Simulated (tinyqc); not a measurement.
# Off-state leakage of single and stacked transistors: leakage components against the temperature

n-channel devices of unit width. Subthreshold current I(Vg, Vs, Vd) = I0 (T/300 K)^0.5 exp[(Vg - Vs - VT(T) - gb (Vs - Vb) + dd (Vd - Vs))/(nf Vt)] (1 - exp(-(Vd - Vs)/Vt)), VT(T) = VT - cT (T - 300 K). Gate-edge tunnelling Ig (Vd/1 V) exp(ag (Vd - 1 V)), for a gate at 0 V, and band-to-band leakage Ab u exp(-Bb/u), u = Vd - Vb + 1 V, flow at a drain held at V; both are taken as independent of T. In a stack of off transistors (all gates at 0 V) the same subthreshold current passes through each.

One transistor with Vg = Vs = 0, Vd = V; stack factor I(one)/I(two in series).

Inputs (values chosen for the exercise); values of the order met in bulk silicon logic transistors: supply voltage V = 1.1 V; threshold at 300 K, zero drain and body bias VT = 0.34 V; fall of the threshold with temperature cT = 0.7 mV/K; current at threshold at 300 K I0 = 0.65 uA/um; slope factor nf = 1.28; drain-induced lowering per volt dd = 0.06; rise of the threshold per volt of source-body bias gb = 0.18; gate-edge tunnelling current at 1 V Ig = 0.0003 uA/um; exponential slope of the gate current ag = 3.9 1/V; prefactor of band-to-band leakage at the drain Ab = 300 uA/(um V); its exponential voltage Bb = 27 V; body voltage Vb = 0 V.

Constants: q = 1.602176634e-19 C, kB = 1.380649e-23 J/K, Vt = kB T/q. Results are converted to the units shown.

The same in every row: gate edge (nA/um) = 0.4874; band-to-band (nA/um) = 1.643.

Leakage components against the temperature:
```
T (K)  subthreshold (nA/um)  total (nA/um)  stack factor  largest part
250                0.008068          2.138         10.69  band-to-band
275                 0.04173          2.172         8.859  band-to-band
300                  0.1647          2.295         7.599  band-to-band
325                  0.5282          2.658         6.690  band-to-band
350                   1.438          3.568         6.011  band-to-band
375                   3.433          5.563         5.488  subthreshold
400                   7.368          9.498         5.075  subthreshold
425                   14.48          16.61         4.742  subthreshold
```

What does the comparison show?

As T goes from 250 to 425, the total leakage rises from 2.14 to 16.6 nA/um. The band-to-band part leads at T = 250, the subthreshold part from 375 on. The subthreshold part doubles every 25.6 K between the last two rows. The reduction by a stack of two falls from 10.7 to 4.74, for the subthreshold part alone.

Computed by the program tinyqc: `OMP_NUM_THREADS=1 python tinyqc.py 2242079 2242080 out.jsonl`, one thread of a shared Intel Xeon 2.30GHz, about 0.03 s for the whole run.
